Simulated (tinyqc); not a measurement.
Extended Hueckel theory, for BeH2-, step by step. The parameters take no account of the charge, which enters only through the electron count, and nothing here shows that the anion is bound. Computed by tinyqc, a small Python program that keeps every step (integrals from PySCF). Settings: charge = -1, K = 1.75, weighted = 1, multiplicity = 2. Command: `OMP_NUM_THREADS=1 python tinyqc.py 20335 20336 out.jsonl` (the two numbers bound the seeds that draw the settings). One thread of a shared host (Intel(R) Xeon(R) Processor @ 2.60GHz), about 0.01 s of CPU time with the checks.

## Overlaps

Geometry (angstrom):

| atom | x | y | z |
|---|---|---|---|
| Be | 0.000000 | 0.000000 | 0.000000 |
| H | 0.000000 | 1.259000 | 0.000000 |
| H | 0.000000 | -1.259000 | 0.000000 |

Parameters chosen for this run:

| element | shell | Slater exponent | H_ii (eV) |
|---|---|---|---|
| H | 1s | 1.300000 | -13.600000 |
| Be | 2s | 0.975000 | -10.000000 |
| Be | 2p | 0.975000 | -6.000000 |

Slater orbitals, each expanded in six Gaussians scaled to its exponent.

overlap S:
```
           1Be 2s   1Be 2px    1Be 2py   1Be 2pz     2H 1s      3H 1s
1Be 2s   1.000000  0.000000   0.000000  0.000000  0.479320   0.479320
1Be 2px  0.000000  1.000000   0.000000  0.000000  0.000000   0.000000
1Be 2py  0.000000  0.000000   1.000000  0.000000  0.558000  -0.558000
1Be 2pz  0.000000  0.000000   0.000000  1.000000  0.000000   0.000000
2H 1s    0.479320  0.000000   0.558000  0.000000  1.000000   0.041054
3H 1s    0.479320  0.000000  -0.558000  0.000000  0.041054   1.000000
```

## Wolfsberg-Helmholz matrix

diagonal H_ii (eV): 1Be 2s -10.000000, 1Be 2px -6.000000, 1Be 2py -6.000000, 1Be 2pz -6.000000, 2H 1s -13.600000, 3H 1s -13.600000

K = 1.750000

H_ij = K' S_ij (H_ii + H_jj)/2 for i != j (the diagonal keeps H_ii), with K' = K + D^2 + D^4 (1 - K), D = (H_ii - H_jj)/(H_ii + H_jj), K = 1.75.

H (eV):
```
             1Be 2s    1Be 2px     1Be 2py    1Be 2pz       2H 1s       3H 1s
1Be 2s   -10.000000   0.000000    0.000000   0.000000  -10.027280  -10.027280
1Be 2px    0.000000  -6.000000    0.000000   0.000000    0.000000    0.000000
1Be 2py    0.000000   0.000000   -6.000000   0.000000  -10.299176   10.299176
1Be 2pz    0.000000   0.000000    0.000000  -6.000000    0.000000    0.000000
2H 1s    -10.027280   0.000000  -10.299176   0.000000  -13.600000   -0.977088
3H 1s    -10.027280   0.000000   10.299176   0.000000   -0.977088  -13.600000
```

## Orbitals

valence electrons = 5

Solve H C = S C e through S^(-1/2); fill by pairs from the bottom, a degenerate level sharing its electrons equally; each orbital has its largest coefficient positive (the first on a tie).

orbital energies (eV): -15.893873  -14.420248  -6.000000  -6.000000  5.985129  28.135039

occupations: 2.000000  2.000000  0.500000  0.500000  0.000000  0.000000

coefficients:
```
              MO1        MO2        MO3       MO4        MO5        MO6
1Be 2s   0.393410   0.000000   0.000000  0.000000   1.278805   0.000000
1Be 2px  0.000000   0.000000   0.969342  0.245717   0.000000   0.000000
1Be 2py  0.000000   0.290245   0.000000  0.000000   0.000000   1.663704
1Be 2pz  0.000000   0.000000  -0.245717  0.969342   0.000000   0.000000
2H 1s    0.481255   0.542450   0.000000  0.000000  -0.792561  -1.092189
3H 1s    0.481255  -0.542450   0.000000  0.000000  -0.792561   1.092189
```

sum of one-electron energies = -66.628244 eV

Within a degenerate level the vectors are fixed only up to a rotation; this is one choice.

## Mulliken analysis

P = C n C^T; charge = valence electrons (H 1, Be 2) minus the sum of (P S)_ii on the atom; overlap population = 2 sum P_ij S_ij between two atoms.

charges: 1Be -0.192440, 2H -0.403780, 3H -0.403780

Overlap populations:

| pair | value |
|---|---|
| 2-1 | 0.714413 |
| 3-1 | 0.714413 |
| 3-2 | -0.010288 |
